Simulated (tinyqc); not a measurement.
Donor in an ellipsoidal valley (Kohn-Luttinger variational method). From one set of inputs to another, one input at a time. Computed by tinyqc, a small Python program. Command: `OMP_NUM_THREADS=1 python tinyqc.py 3007318 3007319 out.jsonl kohnlutt ladder`. One thread of a shared host (Intel(R) Xeon(R) Processor @ 2.30GHz), about 0.09 s of CPU time with the checks.

H = -(d^2/dx^2 + d^2/dy^2) - gamma d^2/dz^2 - 2/r in units built on m_t, with gamma = m_t/m_l and z along the valley axis. One valley; no valley-orbit or central-cell term.

The inputs printed are set A. Set A is modelled on silicon; the values taken over come from a set modelled on germanium. Inputs not listed in the table keep their values of set A, so the rows need not describe a real material.

Inputs (values chosen for the exercise, modelled on silicon): transverse mass m_t = 0.186 m_0; longitudinal mass m_l = 0.896 m_0; dielectric constant eps = 11.3.

Constants: Ry = 13.605693123 eV; a_0 = 0.529177210903 angstrom.

Method:
- Ry* = Ry m_t/eps^2, a* = a_0 eps/m_t, gamma = m_t/m_l.
- Trial function exp(-sqrt((x^2 + y^2)/a^2 + z^2/b^2)) with beta = b/a < 1: E = t/a^2 - u/a, t = (2 + gamma/beta^2)/3, u = 2 arcsin(sqrt(1 - beta^2))/sqrt(1 - beta^2); the best a is 2 t/u and E(beta) = -u^2/(4 t).
- Golden-section search on beta from 0.05 to 0.999, 60 steps.
- Gaussian basis: g = P exp(-al (x^2 + y^2) - be z^2) with P = 1 (s-like), z (2p0) or x (2p+-); al = 0.004 x 2.6^k, k = 0..11, and be/al = 1, gamma^(-1/2) or 1/gamma (36 functions); 1/r = (2/sqrt(pi)) int exp(-t^2 r^2) dt by 48 Gauss-Legendre points after t = sqrt(al_i + al_j) tan(theta); overlap eigenvalues below 1e-10 are dropped.

Each row keeps all changes above it:
```
input moved                   from      to  2p0 binding energy (meV)  2p+- binding energy (meV)  radius b of the 1s trial function (angstrom)
set A                            -       -                     11.43                      6.363                                         13.81
transverse mass m_t (m_0)    0.186  0.0797                      7.03                      2.984                                         21.31
longitudinal mass m_l (m_0)  0.896     1.6                      8.71                      3.129                                         16.29
dielectric constant eps       11.3    15.2                      4.81                      1.730                                         21.91
```

2p0 binding energy goes from 11.4 to 4.81, a factor 0.421 in all. The largest single move comes from dielectric constant eps (a factor 0.553), and longitudinal mass m_l works against it (a factor 1.24). 2p+- binding energy goes from 6.36 to 1.73, a factor 0.272 in all. The largest single move comes from transverse mass m_t (a factor 0.469). Radius b of the 1s trial function goes from 13.8 to 21.9, a factor 1.59 in all. The largest single move comes from transverse mass m_t (a factor 1.54), and longitudinal mass m_l works against it (a factor 0.764). The single moves hold for this order of the switches; the total does not depend on the order.

Extremes, crossings and ranges named in words are read from the listed rows.
